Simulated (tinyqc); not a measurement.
Octagonal on-chip spiral inductor, lumped pi model: one step of the calculation.

Outer diameter do = di + 2 n wd + 2 (n - 1) sp, mean da = (do + di)/2, fill p = (do - di)/(do + di), length l = 3.314 n da. L = 2.25 mu0 n^2 da/(1 + 3.55 p), mu0 = 4 pi 1e-7 H/m. Rs = rho l/(wd delta (1 - exp(-th/delta))), delta = sqrt(rho/(pi f mu0)). Cs = n wd^2 eps0 eo/hu across the coil. At each end Cox = l wd eps0 eo/(2 ho) leads to the substrate branch Rsi = 2 rs he/(l wd) in parallel with Csi = l wd eps0 11.7/(2 he). With one end grounded Y = 1/(Rs + i w L) + i w Cs + 1/[1/(i w Cox) + 1/(1/Rsi + i w Csi)], w = 2 pi f; Q = -Im Y/Re Y. Eddy currents in neighbouring turns and in the substrate are left out.

Task. Admittance, quality factor and apparent inductance. Series branch 1/(Rs + i w L), substrate branch, total Y, Q = -Im Y/Re Y, apparent inductance Im(1/Y)/w, metal-only value w L/Rs, share of the loss in the substrate Re(substrate branch)/Re Y.

Values chosen for this exercise:
```
symbol,value,unit,meaning
f,3.6,GHz,frequency
```

L = 6.6351832 nH
Rs = 6.5518058 ohm
Cs = 13.728821 fF
Cox = 48.743734 fF
Rsi = 496.50374 ohm
Csi = 41.729392 fF

Find: series branch; substrate branch; Y; Q; apparent inductance; w L/Rs; share of the loss in the substrate.

Result.

series branch = 0.2903-6.6502i mS
substrate branch = 0.29697+0.80081i mS
Y = 0.5873-5.5389i mS
Q = 9.4314
apparent inductance = 7.8929 nH
w L/Rs = 22.907
share of the loss in the substrate = 50.567 %

Q is 41.2 % of the metal-only value.

Computed by the program tinyqc: `OMP_NUM_THREADS=1 python tinyqc.py 2302012 2302013 out.jsonl`, one thread of a shared Intel Xeon 2.30GHz, about 0.01 s for the whole run.
